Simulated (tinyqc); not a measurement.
Inside a calculation. Method: Born-Oppenheimer dynamics on the UHF/3-21g surface (energies and gradients from PySCF), for H2-, spin multiplicity 2. The basis has no diffuse functions, so it cannot describe the extra electron: this is an exercise in the method, not the real anion. Computed by tinyqc, a small Python program that keeps every step (integrals from PySCF). Settings: charge = -1, multiplicity = 2, basis = 3-21g, time step (fs) = 1.0, steps = 24. Command: `OMP_NUM_THREADS=1 python tinyqc.py 20092 20093 out.jsonl` (the two numbers bound the seeds that draw the settings). One thread of a shared host (Intel(R) Xeon(R) Processor @ 2.60GHz), about 1 s of CPU time with the checks.

## Velocity Verlet step 1

positions (bohr):
```
         x       y       z
1H  0.0000  0.0000  0.0000
2H  0.0000  0.0000  1.5382
```

velocities (bohr per atomic time unit):
```
             x           y           z
1H   0.0000265   0.0000160   0.0000495
2H  -0.0000265  -0.0000160  -0.0000495
```

gradient (hartree/bohr):
```
           x         y          z
1H  0.000000  0.000000   0.107822
2H  0.000000  0.000000  -0.107822
```

masses (electron masses): 1H 1837.1526, 2H 1837.1526

gradient after step 1 (hartree/bohr):
```
            x          y          z
1H  -0.000116  -0.000070   0.086749
2H   0.000116   0.000070  -0.086749
```

dt = 1 fs = 41.3414 atomic units; x' = x + v dt - g dt^2 / (2m); after the new gradient g', v' = v - (g + g') dt / (2m).

positions after step 1 (bohr):
```
          x        y        z
1H   0.0011   0.0007  -0.0481
2H  -0.0011  -0.0007   1.5863
```

velocities after step 1 (bohr per atomic time unit):
```
             x           y           z
1H   0.0000278   0.0000168  -0.0021397
2H  -0.0000278  -0.0000168   0.0021397
```

## Velocity Verlet step 2

gradient after step 2 (hartree/bohr):
```
            x          y          z
1H  -0.000123  -0.000074   0.050717
2H   0.000123   0.000074  -0.050717
```

As before.

positions after step 2 (bohr):
```
          x        y        z
1H   0.0023   0.0014  -0.1769
2H  -0.0023  -0.0014   1.7152
```

velocities after step 2 (bohr per atomic time unit):
```
             x           y           z
1H   0.0000305   0.0000184  -0.0036864
2H  -0.0000305  -0.0000184   0.0036864
```

## Energy conservation

The total energy should stay constant up to terms of order dt^2; the step counts as short enough if it moves by less than 2 % of the largest kinetic energy.

Trajectory:
```
time (fs)  1H-2H (angstrom)  potential (hartree)  kinetic (hartree)  total (hartree)
0.0000               0.8140            -0.883228           0.000006        -0.883222
1.0000               0.8649            -0.892543           0.008413        -0.884130
2.0000               1.0012            -0.909766           0.024969        -0.884797
3.0000               1.1875            -0.922501           0.037712        -0.884789
4.0000               1.3977            -0.928520           0.043927        -0.884593
5.0000               1.6154            -0.929515           0.045119        -0.884397
6.0000               1.8314            -0.927720           0.043439        -0.884281
7.0000               2.0409            -0.924597           0.040370        -0.884227
8.0000               2.2416            -0.920875           0.036676        -0.884200
9.0000               2.4319            -0.916928           0.032747        -0.884181
10.0000              2.6110            -0.913000           0.028834        -0.884166
11.0000              2.7786            -0.909279           0.025124        -0.884155
12.0000              2.9346            -0.905898           0.021749        -0.884148
13.0000              3.0797            -0.902927           0.018781        -0.884146
14.0000              3.2144            -0.900381           0.016234        -0.884147
15.0000              3.3398            -0.898237           0.014088        -0.884149
16.0000              3.4567            -0.896450           0.012298        -0.884152
17.0000              3.5662            -0.894971           0.010816        -0.884155
18.0000              3.6691            -0.893749           0.009590        -0.884158
19.0000              3.7661            -0.892739           0.008578        -0.884161
20.0000              3.8582            -0.891903           0.007740        -0.884163
21.0000              3.9458            -0.891210           0.007045        -0.884165
22.0000              4.0295            -0.890633           0.006467        -0.884166
23.0000              4.1099            -0.890152           0.005985        -0.884167
24.0000              4.1875            -0.889749           0.005581        -0.884168
```

The total energy moves within 1.6e-03 hartree; that is over 2 % of the largest kinetic energy, so the time step is too long.
